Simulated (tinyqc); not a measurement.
Bandgap voltage reference from two bipolar transistors: effect of the temperature coefficient of both resistors.

Two transistors of area 1 and N carry the same current I. Is(T) = Is (T/T0)^eta exp[(Vg0 q/kB)(1/T0 - 1/T)], VBE1 = Vt ln(I/Is(T)) + I rb, VBE2 = Vt ln(I/(N Is(T))) + I rb/N. The amplifier forces I R1(T) = VBE1 - VBE2 + Vos, with R(T) = R (1 + tc (T - T0)) for both resistors, and the output is Vref = VBE1 + I R2(T). Base currents and the Early effect are neglected.

Vt = kB T/q; I = (Vt ln N + Vos)/(R1(T) - rb (1 - 1/N)). Box coefficient: span of Vref between 233 and 398 K over its average over T and over 165 K. The last column is the R2 that gives zero slope at T0.

Parameters, values chosen for the exercise; values of the order met in silicon bipolar transistors: reference temperature T0 = 323 K; band-gap voltage extrapolated to 0 K Vg0 = 1.185 V; temperature exponent of the saturation current eta = 3; saturation current of the unit transistor at T0 Is = 4.2e-17 A; area ratio of the second transistor N = 10; resistor across which the difference of VBE falls, at T0 R1 = 8.6 kohm; offset of the amplifier Vos = 0 mV; series resistance of the unit transistor rb = 140 ohm; output resistor at T0 R2 = 70.58 kohm.

Constants: q = 1.602176634e-19 C, kB = 1.380649e-23 J/K. Results are converted to the units shown.

Result of one run:

| I at T0 (uA) | Vref at T0 (V) | slope at T0 (uV/K) | box coefficient (ppm/K) | R2 for zero slope (kohm) |
|---|---|---|---|---|
| 7.563 | 1.256 | -26.34 | 21.74 | 71.72 |

Which temperature coefficient of both resistors tc gave this result: -2000, -1000, 0 or 2000 ppm/K?

tc = 2000 ppm/K.

The whole series:

| tc (ppm/K) | I at T0 (uA) | Vref at T0 (V) | slope at T0 (uV/K) | box coefficient (ppm/K) | R2 for zero slope (kohm) |
|---|---|---|---|---|---|
| -2000 | 7.563 | 1.256 | 122.7 | 101.1 | 65.39 |
| -1000 | 7.563 | 1.256 | 85.44 | 71.73 | 66.95 |
| 0 | 7.563 | 1.256 | 48.18 | 43.21 | 68.52 |
| 1000 | 7.563 | 1.256 | 10.92 | 20.51 | 70.11 |
| 2000 | 7.563 | 1.256 | -26.34 | 21.74 | 71.72 |
| 3000 | 7.563 | 1.256 | -63.60 | 44.37 | 73.34 |

As tc goes from -2000 to 3000, Vref stays at 1.256 V and the box coefficient goes from 101 through a minimum of 20.5 (at tc = 1000 among the rows listed) to 44.4 ppm/K.

tinyqc, about 0.01 s, one thread, Intel Xeon 2.30GHz (shared host): `OMP_NUM_THREADS=1 python tinyqc.py 2062199 2062200 out.jsonl`
